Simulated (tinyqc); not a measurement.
Inside a calculation. Method: CCSD on RHF in the sto-3g basis, frozen core, for BeH+, spin multiplicity 1. One step of it, computed by the program tinyqc.

Problem. CCSD: starting amplitudes. t_ij^ab = <ij||ab> / (e_i + e_j - e_a - e_b), whose energy is MP2.

orbital energies (hartree): MO1 -5.022237, MO2 -0.742807, MO3 -0.264450, MO4 -0.144493, MO5 -0.144493, MO6 0.360350

Two-electron integrals over orbitals (pq|rs), unique and non-zero (hartree); the lowest 1 orbital is frozen and left out:
```
p,q,r,s,(pq|rs)
2,2,2,2,0.536671
3,2,2,2,-0.066326
3,2,3,2,0.032779
3,3,2,2,0.320574
3,3,3,2,0.027220
3,3,3,3,0.470183
4,2,4,2,0.042940
4,3,4,2,0.030630
4,3,4,3,0.052277
4,4,2,2,0.371095
4,4,3,2,0.017484
4,4,3,3,0.399607
4,4,4,4,0.449859
5,2,5,2,0.042940
5,3,5,2,0.030630
5,3,5,3,0.052277
5,4,5,4,0.024249
5,5,2,2,0.371095
5,5,3,2,0.017484
5,5,3,3,0.399607
5,5,4,4,0.401360
5,5,5,5,0.449859
6,2,2,2,0.064289
6,2,3,2,-0.045537
6,2,3,3,-0.026705
6,2,4,4,-0.051952
6,2,5,5,-0.051952
6,2,6,2,0.121434
6,3,2,2,-0.056206
6,3,3,2,0.027466
6,3,3,3,0.057394
6,3,4,4,0.016125
6,3,5,5,0.016125
6,3,6,2,-0.045566
6,3,6,3,0.046621
6,4,4,2,-0.030112
6,4,4,3,-0.015092
6,4,6,4,0.026862
6,5,5,2,-0.030112
6,5,5,3,-0.015092
6,5,6,5,0.026862
6,6,2,2,0.530105
6,6,3,2,-0.064070
6,6,3,3,0.350908
6,6,4,4,0.375357
6,6,5,5,0.375357
6,6,6,2,0.093329
6,6,6,3,-0.054522
6,6,6,6,0.566040
```

Give: Starting amplitudes; correlation energy.

Solution.

Starting amplitudes (spin orbitals 1a, 1b, ...; amplitudes related by a flip of all spins are not repeated):
```
from,to,t
2a 2b,6a 6b,-0.0550
2a 2b,4a 4b,-0.0359
2a 2b,5a 5b,-0.0359
2a 2b,3a 3b,-0.0343
2a 2b,3a 6b,0.0288
```

correlation energy = -0.013511 hartree
